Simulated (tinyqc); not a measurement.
# Superjunction drift layer against a plain one, charge balance, step by step

tinyqc, about 0.01 s, one thread, Intel Xeon 2.30GHz (shared host): `OMP_NUM_THREADS=1 python tinyqc.py 2590141 2590142 out.jsonl` Printed values are rounded.

Alternating n and p pillars of equal width wp, doping N and length Lp. When depleted, the lateral field peaks at Ex = q N wp/(2 eps0 eps_r) at the pillar junctions and a uniform vertical field Ey is added; breakdown is taken where Ex^2 + Ey^2 = Ef^2. Only the n pillars conduct, narrowed by the zero-bias depletion. A first-order model: the field peaks at the pillar ends are left out.

Values chosen for this exercise; values close to those of gallium nitride:

| symbol | value | unit | meaning |
|---|---|---|---|
| eps_r | 9.75 |  | relative permittivity of the semiconductor |
| E16 | 2.94 | MV/cm | critical field at a doping of 1e16 cm^-3 |
| mx | 1130 | cm^2/(V s) | mobility at low doping |
| mi | 59.7 | cm^2/(V s) | mobility at high doping |
| Nr | 2e17 | cm^-3 | reference doping of the mobility |
| BV | 1300 | V | wanted breakdown voltage |
| wp | 1 | um | width of each pillar |
| Ef | 2.6 | MV/cm | critical field inside the pillars |
| a | 0.74 |  | lateral peak field as a share of Ef |
| Vb | 2.8 | V | built-in voltage of the pillar junctions |
| dl | 5.5 | % | charge imbalance (Nn - Np)/N |

Constants: q = 1.602176634e-19 C, eps0 = 8.8541878128e-14 F/cm where lengths are in cm. Results are converted to the units shown.

## Iteration 1: doping of the plain drift layer

N at the start = 1e14 cm^-3

Ec(N) = E16 (N/1e16 cm^-3)^(1/8); N(new) = eps0 eps_r Ec(N)^2/(2 q BV).

Ec = 1.65328 MV/cm
N after iteration 1 = 5.66454e15 cm^-3

## Iteration 2: doping of the plain drift layer

As before.

Ec = 2.73837 MV/cm
N after iteration 2 = 1.55402e16 cm^-3

## Course of the iteration: doping of the plain drift layer

Stop when N changes by less than 1e8 cm^-3, or after 40 iterations.

Course of the iteration:
```
iteration   N (cm^-3)  |change| (cm^-3)
1          5.66454e15           5.56e15
2          1.55402e16           9.88e15
3          1.99999e16           4.46e15
4          2.13020e16           1.30e15
5          2.16406e16           3.39e14
6          2.17261e16           8.55e13
7          2.17475e16           2.14e13
8          2.17529e16           5.36e12
9          2.17542e16           1.34e12
10         2.17546e16           3.35e11
11         2.17546e16           8.38e10
12         2.17547e16           2.09e10
13         2.17547e16            5.23e9
14         2.17547e16            1.31e9
15         2.17547e16            3.27e8
16         2.17547e16            8.18e7
```

Converged in 16 iterations. At the end each change is about 0.25 times the one before: linear convergence.

## Thickness and resistance of the plain layer

N of the plain layer = 2.17547e16 cm^-3

Ec(N) = E16 (N/1e16 cm^-3)^(1/8), mu(N) = mi + (mx - mi)/(1 + (N/Nr)^0.9). W = 2 BV/Ec, Rsp = W/(q mu N).

mu = 1002.04 cm^2/(V s)
W = 8.02476 um
Rsp = 0.229765 mohm cm^2

## Design of the pillars

Ex = a Ef gives N = 2 eps0 eps_r a Ef/(q wp); Ey = Ef sqrt(1 - a^2); Lp = BV/Ey; xd = sqrt(eps0 eps_r Vb/(q N)) on each side; Rsp = 2 Lp/(q mu(N) N (1 - 2 xd/wp)). mu(N) = mi + (mx - mi)/(1 + (N/Nr)^0.9).

N = 2.07338e17 cm^-3
Ey = 1.74878 MV/cm
Lp = 7.43376 um
xd = 0.0853024 um
Rsp = 0.0920582 mohm cm^2

The pillars have an aspect ratio of 7.43. Their doping is 9.53 times, and their Rsp 0.401 times, that of the plain layer.

## Loss of breakdown voltage by imbalance

An imbalance dl leaves the mean net doping |dl| N/2, which tilts the vertical field by s = q |dl| N/(2 eps0 eps_r): BV(dl) = Ey Lp - s Lp^2/2, or Ey^2/(2 s) if the field reaches zero inside the pillar.

tilt s = 105.820 kV/(cm um)
BV(dl) = 1007.61 V
loss = 22.4912 %
